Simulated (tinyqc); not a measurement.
# Worked calculation: electron continuity equation in a given potential, Scharfetter-Gummel discretisation

Program tinyqc, `OMP_NUM_THREADS=1 python tinyqc.py 2220119 2220120 out.jsonl`; Intel Xeon 2.30GHz, shared host, one thread, about 0.01 s. Printed values are rounded.

Steady state in one dimension: J = q mu n E + q D dn/dx with E = -dpsi/dx and D = mu Vt, dJ/dx = 0, fixed densities nL and nR at the ends. The potential is given, psi = U x/L, and is not changed by the electrons.

Inputs (values chosen for the exercise); mobility close to that of indium arsenide at room temperature: temperature T = 293 K; electron mobility mu = 29600 cm^2/(V s); length of the region L = 10 um; density at x = 0 nL = 1.4e14 cm^-3; density at x = L nR = 0 cm^-3; potential difference psi(L) - psi(0) U = 0.18 V.

Constants: q = 1.602176634e-19 C, kB = 1.380649e-23 J/K, Vt = kB T/q. Results are converted to the units shown.

## Potential on the mesh

9 equal intervals, h = L/9; psi = U x/L.

psi, node 0 to 9 (V): 0.0000000  0.0200000  0.0400000  0.0600000  0.0800000  0.1000000  0.1200000  0.1400000  0.1600000  0.1800000

## Bernoulli factors

d_i = (psi_(i+1) - psi_i)/Vt; B(d) = d/(exp(d) - 1), B(0) = 1. The flux on interval i is J_i = (q D/h) [n_(i+1) B(d_i) - n_i B(-d_i)].

```
interval        d_i     B(d_i)   B(-d_i)
0         0.7921173  0.6556901  1.447807
1         0.7921173  0.6556901  1.447807
2         0.7921173  0.6556901  1.447807
3         0.7921173  0.6556901  1.447807
4         0.7921173  0.6556901  1.447807
5         0.7921173  0.6556901  1.447807
6         0.7921173  0.6556901  1.447807
7         0.7921173  0.6556901  1.447807
8         0.7921173  0.6556901  1.447807
```

The largest |d_i| is 0.792, below 2, so central differences would also keep densities positive.

## Tridiagonal system for the inner nodes

Row i (1 to 8): B(-d_(i-1)) n_(i-1) + b_i n_i + B(d_i) n_(i+1) = f_i with b_i = -B(-d_i) - B(d_(i-1)) and f_i = 0; the known end values are moved to the right: f_1 loses B(-d_0) nL and f_8 loses B(d_8) nR. h = L/9, D = mu Vt.

```
node  diagonal b  right side f (cm^-3)
1      -2.103497          -2.026930e14
2      -2.103497                     0
3      -2.103497                     0
4      -2.103497                     0
5      -2.103497                     0
6      -2.103497                     0
7      -2.103497                     0
8      -2.103497                     0
```

## Densities and current

B(d) = d/(exp(d) - 1) with d_i = (psi_(i+1) - psi_i)/Vt; b and f are the diagonal and right side of the balance equations. Solve B(-d_(i-1)) n_(i-1) + b_i n_i + B(d_i) n_(i+1) = f_i (end values already in f), then J_i = (q D/h) [n_(i+1) B(d_i) - n_i B(-d_i)], h = L/9, D = mu Vt.

n, node 0 to 9 (cm^-3): 1.4e14  1.398643e14  1.395648e14  1.389034e14  1.374429e14  1.342181e14  1.270974e14  1.113746e14  7.665755e13  0
J, interval 0 to 8 (A/cm^2): -119.6054  -119.6054  -119.6054  -119.6054  -119.6054  -119.6054  -119.6054  -119.6054  -119.6054

Without sources J is the same on every interval. A mesh 200 times finer gives the same densities: for a potential that is linear on each interval and no sources the scheme is exact.
